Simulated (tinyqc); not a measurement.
# From growth rate at the centre back to source temperature T

Model: vacuum evaporation: vapour pressure, source flux, thickness distribution, purity and step coverage. Computed by tinyqc, a small Python program. Command: `OMP_NUM_THREADS=1 python tinyqc.py 3113729 3113730 out.jsonl evap inv`. One thread of a shared host (Intel(R) Xeon(R) Processor @ 2.30GHz), about 0.01 s of CPU time with the checks.

Molecular flow, unit sticking of the metal, no re-evaporation. The background gas is taken as water vapour (18.015 g/mol, collision diameter 0.37 nm) at 300 K.

Inputs (values chosen for the exercise, modelled on copper, with constants for the liquid):

| quantity | value | unit |
|---|---|---|
| molar mass M | 63.55 | g/mol |
| film density rho | 8.96 | g/cm^3 |
| vapour-pressure constant A | 10.83 | - |
| vapour-pressure constant B | 16480 | K |
| source area | 0.16 | cm^2 |
| directionality n | 2 | - |
| source-to-wafer distance h | 37 | cm |
| wafer radius R | 2.5 | cm |

Constants: u = 1.6605390666e-27 kg; k_B = 1.380649e-23 J/K; R = 8.314462618 J/(mol K).

Method:
- log10(p_v/Pa) = A - B/T; flux from the surface Phi = p_v/sqrt(2 pi m k_B T), m = M u.
- Mass loss = Phi x area x m; heat of evaporation = ln(10) R B; d ln Phi/dT = ln(10) B/T^2 - 1/(2 T).
- A small source emits (n + 1) Phi area cos^n(phi)/(2 pi) per solid angle; on a parallel plane at height h and lateral distance l the arrival rate is (n + 1) Phi area/(2 pi h^2) x (1 + (l/h)^2)^(-(n + 3)/2). Growth rate = arrival rate x m/rho, m = M u. The wafer is fixed and centred above the source.

Task: A run gave the result below. Find the source temperature T, known to lie between 1500 and 2100 K.

growth rate at the centre = 0.07486052 nm/s

Result:

Each step takes the trial c = (a f_b - b f_a)/(f_b - f_a), f being the result less the target and a, b, c the logarithms of the listed values; c replaces end b, the old b replaces a if the sign of f changed, and otherwise f_a is halved.

Scan of the range:

| source temperature T (K) | growth rate at the centre (nm/s) |
|---|---|
| 1500 | 3.91010e-03 |
| 1590 | 1.59009e-02 |
| 1680 | 5.55549e-02 |
| 1770 | 1.70679e-01 |
| 1880 | 5.80583e-01 |
| 1990 | 1.72213e+00 |
| 2100 | 4.55168e+00 |

False position (Illinois rule, in the logarithm of the input) inside the bracket:

| step | end a | end b | trial | growth rate at the centre (nm/s) |
|---|---|---|---|---|
| 1 | 1680.00 | 1770.00 | 1694.77 | 0.0673431 |
| 2 | 1770.00 | 1694.77 | 1700.13 | 0.0721579 |
| 3 | 1770.00 | 1700.13 | 1703.79 | 0.0756208 |
| 4 | 1700.13 | 1703.79 | 1702.99 | 0.0748472 |
| 5 | 1703.79 | 1702.99 | 1703.00 | 0.0748605 |
| 6 | 1703.79 | 1703.00 | 1703.00 | 0.0748606 |
| 7 | 1703.00 | 1703.00 | 1703.00 | 0.0748605 |

Growth rate at the centre rises at every point of a 13-point scan of the range (every second point is shown), so one value fits; it is bracketed by 1680 and 1770. Answer: source temperature T = 1703 K.
